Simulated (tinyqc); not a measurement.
Surface photovoltage measurement of the minority-carrier diffusion length in a wafer: one step, computed by the program tinyqc.

Low injection, steady light, a depletion layer much thinner than 1/alpha and L. The excess density dn is taken at the front edge of the neutral region; light that reaches the back is lost.

Question. The linear plot. alpha = (84.732/lambda - 76.417)^2 per cm with lambda in micrometre (an empirical fit for silicon between 0.7 and 1.05 micrometre). Thick wafer: dn = Phi L/((S_f + D/L)(L + 1/alpha)). Finite wafer, with s = S_b L/D, w = W/L, a = alpha L: dn = [Phi a/(a^2 - 1)] [a - B - exp(-alpha W)(a - s)/(cosh w + s sinh w)]/(S_f + B D/L), B = (sinh w + s cosh w)/(cosh w + s sinh w). Readings y = (Phi/dn) (1 + noise x g) at 780, 830, 880, 920, 950, 975 and 995 nm; a least-squares line y = c (1/alpha + L_app) gives L_app = intercept/slope.

Inputs (values chosen for the exercise, modelled on p-type silicon at room temperature):
```
quantity                            value        unit
diffusion length L                    180  micrometre
wafer thickness W                     300  micrometre
diffusivity D                        31.3      cm^2/s
front recombination velocity S_f      120        cm/s
back recombination velocity S_b     46000        cm/s
photon flux entering              4.1e+11  1/(cm^2 s)
relative noise of each reading          1           %
```

normal deviates g for the noise: 0.05  -0.80  0.87  -0.22  0.34  -1.61  1.15

Give: the table «Readings» with the columns 1/alpha (micrometre), y (cm/s), line (cm/s), for lambda (nm) = 780, 830, 880, 920, 950, 975, 995; slope; apparent length L_app; error of L_app (rounded to 0.001).

Answer.

Readings:
```
lambda (nm)  1/alpha (micrometre)  y (cm/s)  line (cm/s)
780                           9.6      2093         2064
830                          15.2      2141         2140
880                          25.3      2302         2279
920                          40.7      2468         2489
950                          61.3      2754         2771
975                          90.9      3105         3177
995                         130.9      3781         3724
```

slope = 13.68 cm/(s micrometre)

apparent length L_app = 141.2 micrometre

error of L_app (rounded to 0.001) = -21.545 %

Without noise the error would be -20.4 %, from the finite thickness at W/L = 1.7. S_f scales all readings alike and leaves L_app unchanged.
